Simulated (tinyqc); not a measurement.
Frequency dispersion of an accumulation capacitance by border traps, distributed model: one step of the calculation.

Traps spread evenly through the insulator exchange electrons with the semiconductor by tunnelling, with tau(x) = t0 exp(2 ka x) at depth x from the interface. The admittance per area Y seen at depth x obeys dY/dx = -Y^2/(i w eps0 eox) + q Nb ln(1 + i w tau)/tau, with Y(0) = i w Cs and w = 2 pi f; the gate sees Y(tox) = G + i w C. Working variable y = Y/(i w), in uF/cm^2. Cox = eps0 eox/tox.

Problem. Scales and lumped estimate. Cox; trap-free value 1/(1/Cox + 1/Cs); response depth d = ln(1/(w t0))/(2 ka), where w tau = 1; lumped estimate: all traps within d act as C_bt = q Nb d placed at d/2, so C = 1/{1/[1/(1/Cs + d/(2 eps0 eox)) + C_bt] + (tox - d/2)/(eps0 eox)}.

Inputs (values chosen for the exercise); permittivity close to that of hafnium oxide: relative permittivity of the insulator eox = 18.5; insulator thickness tox = 5.9 nm; semiconductor capacitance in accumulation Cs = 1.1 uF/cm^2; density of border traps Nb = 1.3e20 cm^-3 eV^-1; decay constant of the wave function in the insulator ka = 4.6 1/nm; time constant of a trap at the interface t0 = 3e-10 s; frequency f = 100 Hz.

Constants: q = 1.602176634e-19 C, eps0 = 8.8541878128e-14 F/cm where lengths are in cm. Results are converted to the units shown.

Find: Cox; trap-free C; d; C_bt; lumped C.

Solution.

Cox = 2.776 uF/cm^2
trap-free C = 0.7878 uF/cm^2
d = 1.683 nm
C_bt = 3.506 uF/cm^2
lumped C = 1.891 uF/cm^2

The traps within reach amount to 3.19 Cs and lie in the first 28.5 % of the insulator.

Numbers from tinyqc (`OMP_NUM_THREADS=1 python tinyqc.py 2202031 2202032 out.jsonl`; about 0.5 s on one thread of a shared Intel Xeon 2.30GHz).
